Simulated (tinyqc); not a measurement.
Input admittance of a MOSFET at zero drain bias: distributed channel and distributed gate: one step of the calculation.

Source and drain grounded, strong inversion, w = 2 pi f, Cox = eps0 eox/tox. The channel is an RC line of resistance 1/(mu Cox Vo) per square fed from both ends, so one finger has the intrinsic admittance y = i w Cox L tanh(g)/g per width, g = (1/2) sqrt(i w tau), tau = L^2/(mu Vo). The vertical resistance rv/L is in series with y, the overlaps 2 i w Cov in parallel: y_t = 1/(1/y + rv/L) + 2 i w Cov. The gate strip is a line of Rsh/L per length loaded by y_t, so a finger has Y = y_t Wf tanh(k)/k, k = (Wf/sd) sqrt(y_t Rsh/L); the device has Nf Y.

Question. Admittance of the channel and stack per width. tau, g, c = Cox L, y and y_t as defined.

Inputs (values chosen for the exercise); values of the order met in silicon radio-frequency transistors: relative permittivity of the gate insulator (close to silicon dioxide) eox = 3.9; insulator thickness tox = 2.6 nm; channel length L = 0.27 um; channel mobility mu = 350 cm^2/(V s); gate overdrive Vo = 0.58 V; vertical resistivity of the gate stack rv = 0 ohm um^2; overlap and fringe capacitance on each side Cov = 0.34 fF/um; frequency f = 99 GHz.

Constants: eps0 = 8.8541878128e-14 F/cm where lengths are in cm. Results are converted to the units shown.

Wanted: tau; g; c; y; y_t.

Answer.

tau = 3.591 ps
g = 0.5284+0.5284i
c = 3.586 fF/um
y = (0.395+2.142i) x 1e3 uS/um
y_t = (0.395+2.565i) x 1e3 uS/um

w tau = 2.23, and Im y is 0.960 of w c.

Program tinyqc, `OMP_NUM_THREADS=1 python tinyqc.py 2262190 2262191 out.jsonl`; Intel Xeon 2.30GHz, shared host, one thread, about 0.01 s.
